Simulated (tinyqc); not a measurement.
# Bias-temperature instability from a Gaussian distribution of capture and emission barriers, step by step

A worked calculation. Computed by tinyqc, a small Python program that keeps every step. Command: `OMP_NUM_THREADS=1 python tinyqc.py 3028546 3028547 out.jsonl bti walk`. One thread of a shared host (Intel(R) Xeon(R) Processor @ 2.30GHz), about 0.01 s of CPU time with the checks. Intermediate numbers are printed to about 5 digits and carried at full precision; extremes and crossings named in words are read from the listed rows.

Each trap has a capture time tau_0 exp(E_c/(k_B T)) under stress and an emission time tau_0 exp(E_e/(k_B T)) after it. E_c is Gaussian, and E_e = E_c + d with d Gaussian and independent. A trap counts as filled once t_s exceeds its capture time and as emptied once t_r exceeds its emission time.

Inputs (values chosen for the exercise, for a model p-channel transistor):
```
quantity                                      value        unit
shift with all traps filled V_max               110          mV
mean capture barrier at zero field mu_c        1.96          eV
spread of capture barriers sigma_c             0.27          eV
lowering of mu_c per field k_F                0.059  eV/(MV/cm)
oxide field F                                   6.2       MV/cm
mean of E_e - E_c at the stress field, delta  0.027          eV
spread of E_e - E_c, sigma_d                   0.18          eV
time constant tau_0                           1e-09           s
temperature T                                   125           C
stress time t_s                                  80           s
recovery time t_r                             3e-05           s
failure criterion                                50          mV
```

Constants: k_B = 8.617333262e-05 eV/K.

## Stress

Demarcation energies E_s = k_B T ln(t_s/tau_0), E_r = k_B T ln(t_r/tau_0); mean barrier mu = mu_c - k_F F; z = (E_s - mu)/sigma_c; Phi is the standard normal distribution. Temperatures in kelvin are T(C) + 273.15. Shift without recovery dV0 = V_max Phi(z); local time exponent n = d ln dV0/d ln t_s = (k_B T/sigma_c) exp(-z^2/2)/(sqrt(2 pi) Phi(z)); apparent activation energy n E_s.

E_s = 0.86136 eV

mean barrier mu = 1.5942 eV

z = -2.7142

shift without recovery dV0 = 0.36538 mV

time exponent n = 0.38362

apparent activation energy = 0.33043 eV

The stress has filled 0.33 % of the traps. The apparent energy 0.330 eV is only the share n of the barriers near 0.86 eV that are being crossed.

## Recovery

Remaining shift dV = V_max int_(-infinity)^(E_s) g(E_c) [1 - Phi((E_r - E_c - delta)/sigma_d)] dE_c, g the Gaussian density of E_c (Gauss-Legendre, 120 points over 7 sigma_c below E_s).

E_r = 0.35370 eV

remaining shift dV = 0.36076 mV

remaining share dV/dV0 = 0.98736

A measurement delay of t_r hides 1.3 % of the shift.

## Lifetime

Solve V_max Phi(z) = criterion for t_s; the power-law extrapolation from the stress point is t_s (criterion/dV0)^(1/n); 1 year = 3.15576e7 s.

log10 of the lifetime in s = 10.789

log10 of the power-law estimate in s = 7.4718

The power law gives a time shorter by 3.32 decades, since n falls as traps fill; ten years is log10 = 8.50.

## What a measurement delay does to the time exponent

Columns: no delay, and delays of 1 us, 1 ms and 1 s.

Shift (mV):
```
t_s (s)   no delay    1 us    1 ms         1 s
1.00e+00     0.059   0.058   0.050  2.4280e-02
1.00e+01     0.159   0.158   0.146  9.0063e-02
1.00e+02     0.398   0.397   0.380  2.8025e-01
1.00e+03     0.918   0.917   0.898  7.4716e-01
1.00e+04     1.962   1.961   1.940  1.7437e+00
1.00e+05     3.883   3.882   3.861  3.6327e+00
1.00e+06     7.131   7.130   7.109  6.8639e+00
1.00e+07    12.176  12.175  12.153  1.1902e+01
```

Between 10 and 1000 s the apparent exponent is 0.380 without delay, 0.381 at 1 us, 0.395 at 1 ms and 0.459 at 1 s: a slow measurement loses more of a short stress than of a long one, which steepens the curve. Without delay the exponent falls from 0.432 to 0.232 over the table, so the growth is not a true power law. Caution: step-function filling and one Gaussian population are simplifications; real devices show several populations.

Checks made by the program: time exponent against a finite difference (relative difference below 1e-10).
